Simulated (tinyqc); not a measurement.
Electromigration in a confined line: Blech product, Korhonen stress evolution and Black's law: one step, computed by the program tinyqc.

The electron wind pushes atoms from the cathode (x = 0) to the anode (x = L); blocking ends build a back stress (tension positive). The input rho is taken not to change with temperature. d sigma/dt = d/dx [kappa (d sigma/dx + G)], with zero flux at both ends and sigma = 0 at t = 0.

Problem. Time to nucleate a void. sigma(x, t) = G L [1/2 - x/L - 4 sum_(m odd) cos(m pi x/L) exp(-m^2 pi^2 s)/(m pi)^2], s = t/tau, summed to m = 399. Solve sigma(0, t) = sigma_c for s; the semi-infinite estimate is t = (pi/kappa) ((sigma_c)/(2 G))^2.

Inputs (values chosen for the exercise, close to those used for copper lines): critical stress sigma_c = 110 MPa; line length L = 95 um; test temperature T = 230 C.

Start: stress-free.

stress gradient G = 24.58798 MPa/um

tau = 1507.802 h

kappa = 1.662649e-15 m^2/s

Give: nucleation time; semi-infinite estimate.

Solution.

nucleation time = 2.6262 h

semi-infinite estimate = 2.6262 h

The two agree: the void nucleates before the far end is felt, so the time scales as 1/j^2 and not with L.
